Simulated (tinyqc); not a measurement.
Frequency dispersion of an accumulation capacitance by border traps, distributed model: two steps of the calculation.

Traps spread evenly through the insulator exchange electrons with the semiconductor by tunnelling, with tau(x) = t0 exp(2 ka x) at depth x from the interface. The admittance per area Y seen at depth x obeys dY/dx = -Y^2/(i w eps0 eox) + q Nb ln(1 + i w tau)/tau, with Y(0) = i w Cs and w = 2 pi f; the gate sees Y(tox) = G + i w C. Working variable y = Y/(i w), in uF/cm^2. Cox = eps0 eox/tox.

Values chosen for this exercise; permittivity close to that of hafnium oxide: relative permittivity of the insulator eox = 19.7; insulator thickness tox = 5.4 nm; semiconductor capacitance in accumulation Cs = 3.3 uF/cm^2; density of border traps Nb = 1.3e20 cm^-3 eV^-1; decay constant of the wave function in the insulator ka = 6.3 1/nm; time constant of a trap at the interface t0 = 6e-9 s; frequency f = 1000 Hz; depth down to which the steps are taken xe = 1.2 nm.

Constants: q = 1.602176634e-19 C, eps0 = 8.8541878128e-14 F/cm where lengths are in cm. Results are converted to the units shown.

Task 1. Midpoint steps through the active depth. In terms of y: dy/dx = -y^2/(eps0 eox) + s(x), s = q Nb ln(1 + z)/z, z = i w tau. 11 midpoint steps of h = xe/11: y_half = y + (h/2) y'(x, y), y(new) = y + h y'(x + h/2, y_half).

Find: x; s; y.

Result 1.

```
point   x (nm)  s (uF/(cm^2 nm))     y (uF/cm^2)
0            0    2.0828+0.0000i  3.3000+0.0000i
1      0.10909    2.0828-0.0002i  3.4558+0.0000i
2      0.21818    2.0828-0.0006i  3.6050+0.0000i
3      0.32727    2.0828-0.0024i  3.7476-0.0002i
4      0.43636    2.0828-0.0096i  3.8837-0.0007i
5      0.54545    2.0819-0.0379i  4.0133-0.0027i
6      0.65455    2.0686-0.1483i  4.1362-0.0107i
7      0.76364    1.8937-0.5133i  4.2474-0.0409i
8      0.87273    1.0673-0.8341i  4.3022-0.1200i
9      0.98182    0.3417-0.5133i  4.2552-0.1887i
10      1.0909    0.0914-0.2110i  4.1637-0.2144i
11      1.2000    0.0234-0.0740i  4.0632-0.2169i
```

Task 2. Capacitance and conductance at the gate. Beyond xe the traps are ignored, so 1/y(tox) = 1/y(xe) + (tox - xe)/(eps0 eox); C = Re y, G/w = -Im y, loss tangent G/(w C).

y at xe = 4.0632070-0.2169008i uF/cm^2

Wanted: y at the gate; C; G/w; loss tangent.

Result 2.

y at the gate = 2.055-0.055i uF/cm^2
C = 2.055 uF/cm^2
G/w = 0.05538 uF/cm^2
loss tangent = 0.02694

tinyqc, about 0.4 s, one thread, Intel Xeon 2.30GHz (shared host): `OMP_NUM_THREADS=1 python tinyqc.py 2202069 2202070 out.jsonl`
